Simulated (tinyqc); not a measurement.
Hubbard chain of 5 sites, step by step. One step of it, computed by the program tinyqc.

Question. Mean-field iteration 3. H(up) = T + U n(down), H(down) = T + U n(up); fill the lowest levels; n(new) = n + mixing (n(out) - n); E = tr T (rho up + rho down) + U sum n_up n_down of the output.

one-body matrix (hopping and site energies) (eV), order 1, 2, 3, 4, 5:
$$\begin{pmatrix}
0.000000 & -1.480000 & 0.000000 & 0.000000 & 0.000000 \\
-1.480000 & 0.000000 & -1.480000 & 0.000000 & 0.000000 \\
0.000000 & -1.480000 & 0.000000 & -1.480000 & 0.000000 \\
0.000000 & 0.000000 & -1.480000 & 0.000000 & -1.480000 \\
0.000000 & 0.000000 & 0.000000 & -1.480000 & 0.000000
\end{pmatrix}$$

U = 10.200000 eV

electrons, up and down: [4, 2]

mixing = 1

n(up) after iteration 2: 1 0.969096, 2 0.601256, 3 0.859297, 4 0.601256, 5 0.969096

n(down) after iteration 2: 1 0.123185, 2 0.685036, 3 0.383559, 4 0.685036, 5 0.123185

Give: levels, up; levels, down; energy; n(up) after iteration 3; n(down) after iteration 3.

Answer.

levels, up (eV): [0.798, 0.897, 3.060, 7.347, 8.297]

levels, down (eV): [4.650, 5.619, 9.358, 10.398, 10.775]

energy = 8.251 eV

n(up) after iteration 3: 1 0.983, 2 0.607, 3 0.821, 4 0.607, 5 0.983

n(down) after iteration 3: 1 0.084, 2 0.820, 3 0.193, 4 0.820, 5 0.084
